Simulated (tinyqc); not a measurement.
# Capacitances against the distance to each plane

Endless row of lines of width wl, height tl and space sl between grounded planes at distance hd; e2 fills the gaps beside the lines, e1 the rest. Laplace's equation is solved on meshes of 3, 6 and 12 steps per unit u and extrapolated (Aitken), which is good to about 0.2 %. C_even (all lines at 1 V) is the capacitance Cg to the planes; C_odd (neighbours in antiphase) = Cg + 4 Cc if only nearest neighbours couple, which defines Cc; total with quiet neighbours Cg + 2 Cc. Plate values 2 eps0 e1 wl/hd and eps0 e2 tl/sl.

Inputs (values chosen for the exercise): relative permittivity above and below the lines e1 = 3.9; relative permittivity between the lines e2 = 2; line width, in units u wl = 6 u; line height tl = 12 u; space between lines sl = 6 u.

Constants: eps0 = 8.8541878128e-12 F/m. Results are converted to the units shown.

The same in every row: plate Cc (aF/um) = 35.4.

Capacitances against the distance to each plane:

| hd (u) | Cg (aF/um) | Cc (aF/um) | Cg + 2 Cc (aF/um) | C_odd (aF/um) | plate Cg (aF/um) | share of coupling, 2 Cc/(Cg + 2 Cc) (%) |
|---|---|---|---|---|---|---|
| 2 | 314 | 27.7 | 369 | 424 | 207 | 15.0 |
| 3 | 225 | 32.2 | 289 | 353 | 138 | 22.3 |
| 4 | 176 | 36.4 | 249 | 322 | 104 | 29.3 |
| 5 | 145 | 40.1 | 225 | 305 | 82.9 | 35.6 |
| 6 | 123 | 43.3 | 210 | 297 | 69.1 | 41.2 |
| 8 | 95.1 | 48.4 | 192 | 289 | 51.8 | 50.5 |
| 10 | 77.3 | 52.2 | 182 | 286 | 41.4 | 57.4 |

What does the table show?

As hd goes from 2 to 10, Cg falls from 314 to 77.3 aF/um, Cc rises from 27.7 to 52.2 aF/um and the share of coupling rises from 15.0 to 57.4 %. Cg is 1.51 times its plate value in the first row and 1.87 times in the last; for Cc the ratios are 0.782 and 1.47. Neighbours in antiphase raise the load by a factor of 1.15 and 1.57 over quiet ones. For hd = 10 the planes are farther than 0.8 of the pitch, so second neighbours couple too and Cg + 2 Cc understates the quiet load by a per cent or more.

Numbers from tinyqc (`OMP_NUM_THREADS=1 python tinyqc.py 2790109 2790110 out.jsonl`; about 1 s on one thread of a shared Intel Xeon 2.30GHz).
